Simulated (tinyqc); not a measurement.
Power transistor in saturation, electro-thermal loop: effect of the ambient temperature.

One temperature T for the device, T = T0 + Rth P(T), with P(T) = V I0 (T/300 K)^(-al) [1 + kv (T - 300 K)/Vov]^2. The loop gain is Rth dP/dT; a solution is thermally stable when it is below one.

P'(T) = P [-al/T + 2 kv/(Vov + kv (T - 300 K))], G = Rth P'. T is the lowest solution.

Inputs (values chosen for the exercise): drain voltage V = 12 V; saturation current at 300 K I0 = 0.29 A; exponent of the mobility al = 1.5; overdrive at 300 K Vov = 2.1 V; fall of the threshold with temperature kv = 1.4 mV/K; thermal resistance Rth = 52 K/W.

Results:
```
T0 (K)   T (K)   P (W)         G
300     425.74  2.4181  -0.28833
324     444.58  2.3188  -0.26019
336     454.15  2.2721  -0.24738
348     463.82  2.2273  -0.23534
360     473.58  2.1842  -0.22401
372     483.42  2.1428  -0.21336
384     493.36  2.1030  -0.20333
396     503.37  2.0648  -0.19388
408     513.46  2.0280  -0.18499
```

Estimate the missing row, T0 = 312 K.

Computed row:
```
T0 (K)   T (K)   P (W)         G
312     435.11  2.3674  -0.27382
```

With this row back in the table: As T0 goes from 300 to 408 K, T rises from 425.7 to 513.5 K, the power falls from 2.42 to 2.03 W and the loop gain rises from -0.288 to -0.185.

Computed by the program tinyqc: `OMP_NUM_THREADS=1 python tinyqc.py 2520125 2520126 out.jsonl`, one thread of a shared Intel Xeon 2.30GHz, about 0.01 s for the whole run.
